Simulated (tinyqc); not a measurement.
## Series resistance and length offset from two lengths at two overdrives

Inverse problem. In strong inversion R W = Rsd + k(x)(L - dL), k(x) = (1 + th1 x)/(mu0 Cox x), x the overdrive, Cox = eps0 eox/tox, with Rsd and dL independent of x. Find dL, Rsd, mu0 and th1.

Parameters, values chosen for the exercise:

| symbol | value | unit | meaning |
|---|---|---|---|
| eox | 24.5 |  | relative permittivity of the gate insulator (close to zirconium oxide) |
| tox | 18 | nm | insulator thickness |

Constants: eps0 = 8.8541878128e-14 F/cm where lengths are in cm. Results are converted to the units shown.

total resistance times width (ohm um):

|  | L = 0.11 um | L = 0.55 um |
|---|---|---|
| overdrive 0.47 V | 1865.56239 | 7596.72527 |
| overdrive 1.29 V | 1055.94969 | 3260.08693 |

Solution. At each overdrive R W is a straight line in L; the two lines cross at L = dL, R W = Rsd. Their slopes give k x = (1 + th1 x)/(mu0 Cox), a straight line in x.

dL = 0.009000 um
Rsd = 550.0 ohm um
mu0 = 140.0 cm^2/(V s)
th1 = 0.07000 1/V

Program tinyqc, `OMP_NUM_THREADS=1 python tinyqc.py 2210173 2210174 out.jsonl`; Intel Xeon 2.30GHz, shared host, one thread, about 0.02 s.
